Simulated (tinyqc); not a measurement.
Kane-Mele model of a buckled honeycomb layer in a normal field, step by step. Values are carried at full precision from step to step, so a last printed digit may differ when a step is redone from the rounded ones.

Sublattices A and B lie at +/-b, so the field gives them the energies +/-D, D = e b Ez (in eV for b in angstrom and Ez in V/angstrom); 2 lam is the gap at zero field. Near the valleys tau = +/-1, for spin sz = +/-1: H = hbar v (tau qx sx + qy sy) + m sz_AB with m = D - tau sz lam, hbar v = (sqrt3/2) a t. On the lattice the spin-orbit term is the second-neighbour hopping i (lam/3 sqrt3) nu sz, nu = +/-1 by the sense of the turn. The filled band of one cone contributes tau sign(m)/2 to the Chern number, in the sense Omega = curl of i<u|grad u>. Rashba terms are left out.

Constants: hbar^2/2m0 = 3.80998211 eV angstrom^2.

Values chosen for the exercise (of the size used for stanene; shifted at random, so the results belong to these values and not to a real crystal):

| symbol | value | unit | meaning |
|---|---|---|---|
| a | 4.73 | angstrom | lattice constant |
| t | 1.34 | eV | hopping |
| lam | 0.14 | eV | spin-orbit half gap |
| b | 0.38 | angstrom | half the buckling height |
| Ez | 0.29 | V/angstrom | normal field at the atoms, after screening; 0.01 is 1 MV/cm, and gates reach some 0.05 |
| q | 0.026 | 1/angstrom | distance from K along x |

## The four Dirac masses

Form D, hbar v, and for each flavour m, the gap 2|m|, the band mass 2c|m|/(hbar v)^2 with c = hbar^2/2m0, and the share of the Chern number.

D = 110.200 meV
hbar v = 5.4890 eV angstrom

Flavours:

| tau | sz | m (meV) | gap (meV) | mass (m0) | share of C |
|---|---|---|---|---|---|
| 1 | 1 | -29.800 | 59.600 | 0.00754 | -0.5 |
| 1 | -1 | 250.200 | 500.400 | 0.06328 | 0.5 |
| -1 | 1 | 250.200 | 500.400 | 0.06328 | -0.5 |
| -1 | -1 | -29.800 | 59.600 | 0.00754 | 0.5 |

## Invariants

C(up) and C(down) are the sums over valleys; spin Chern number (C(up) - C(down))/2; valley number, the sum for tau = +1 less that for tau = -1; Z2 index |C(up)| mod 2; critical field lam/b.

C(up), C(down): -1  1

spin Chern number = -1
valley number = 0
Z2 = 1
critical field = 0.3684 V/angstrom

|D| < lam: the masses of one spin have opposite signs in the two valleys, a quantum spin Hall insulator.

## Levels and curvature at distance q

E = sqrt(m^2 + (hbar v q)^2); curvature of the filled band Omega = tau (hbar v)^2 m/(2 E^3).

At q:

| tau | sz | E (meV) | Omega (angstrom^2) |
|---|---|---|---|
| 1 | 1 | 145.793 | -144.9 |
| 1 | -1 | 288.041 | 157.7 |
| -1 | 1 | 288.041 | -157.7 |
| -1 | -1 | 145.793 | 144.9 |

In each valley the two spins differ by 142.248 meV, with opposite order in the other valley.

## Checks

- Curvature formula against a plaquette: both -144.9.

Run: tinyqc, `OMP_NUM_THREADS=1 python tinyqc.py 1450699 1450700 out.jsonl`; Intel(R) Xeon(R) Processor @ 2.30GHz, one thread, shared host; about 0.01 s of CPU time with all checks.
